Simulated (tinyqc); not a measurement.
MOS capacitor on a p-type substrate, surface potential from the exact charge relation: two steps of the calculation.

Uniform p-type substrate, Boltzmann statistics, full ionisation, classical densities. psi is the surface potential against the body (positive when the bands bend down) and u = psi/Vt. Traps are spread evenly over the gap and neutral at flat band, so their charge is -q Dit psi; the minority quasi-Fermi level is shifted by Vb.

Inputs (values chosen for the exercise); band and dielectric values close to those of gallium arsenide: temperature T = 273 K; band gap Eg = 1.45 eV; relative permittivity eps_r = 12.9; conduction-band density of states at T Nc = 3.81e17 cm^-3; valence-band density of states at T Nv = 7.72e18 cm^-3; electron affinity chi = 4.08 eV; acceptor density of the substrate N = 1.5e15 cm^-3; relative permittivity of the gate insulator (close to aluminium oxide) eox = 8.95; insulator thickness tox = 5.5 nm; gate work function phiM = 4.34 eV; fixed charge at the interface, in units of q Nf = 0 cm^-2; density of interface traps Dit = 4.2e11 cm^-2 eV^-1; reverse bias of the inversion layer against the body Vb = 0 V; gate voltage against the body Vg = 1.17 V.

Constants: q = 1.602176634e-19 C, kB = 1.380649e-23 J/K, Vt = kB T/q, eps0 = 8.8541878128e-14 F/cm where lengths are in cm. Results are converted to the units shown.

Task 1. Flat band, threshold and scales. ni = sqrt(Nc Nv) exp(-Eg/(2 Vt)), Eg in volts; phiF = Vt ln(N/ni); Cox = eps0 eox/tox; Vfb = phiM - chi - (Eg - Vt ln(Nv/N)) - q Nf/Cox; Q0 = sqrt(2 eps0 eps_r q N Vt); r = (ni/N)^2 exp(-Vb/Vt); VT = Vfb + [(2 phiF + Vb)(1 + q Dit/Cox) + sqrt(2 eps0 eps_r q N (2 phiF + Vb))/Cox].

Wanted: ni; phiF; Cox; Vfb; Q0; r; VT.

Result 1.

ni = 70834 cm^-3
phiF = 0.55934 V
Cox = 1.4408 uF/cm^2
Vfb = -0.98895 V
Q0 = 3.5938 nC/cm^2
r = 2.2300e-21
VT = 0.19918 V

Task 2. Newton step for the surface potential. u = psi/Vt; F^2 = exp(-u) + u - 1 + r (exp(u) - u - 1); Qs = -sign(u) Q0 F; Cs = -dQs/dpsi = (Q0/Vt) |1 - exp(-u) + r (exp(u) - 1)|/(2 F). f = Vfb + psi + (q Dit psi - Qs)/Cox - Vg, f' = 1 + (Cs + q Dit)/Cox, psi(new) = psi - f/f'.

psi after iteration 1 = 1.9590106 V
Cox = 1.4408178 uF/cm^2
Vfb = -0.98895016 V
Q0 = 3.5937910 nC/cm^2
r = 2.2300116e-21

Find: u; F; Qs; Cs; f; f'; psi after iteration 2.

Result 2.

u = 83.27
F = 5.709e7
Qs = -2.052e8 nC/cm^2
Cs = 4.360e6 uF/cm^2
f = 1.424e5 V
f' = 3.026e6
psi after iteration 2 = 1.912 V

This iterate lies far beyond the solution, so its charge is not a physical one.

Numbers from tinyqc (`OMP_NUM_THREADS=1 python tinyqc.py 2060147 2060148 out.jsonl`; about 0.01 s on one thread of a shared Intel Xeon 2.30GHz).
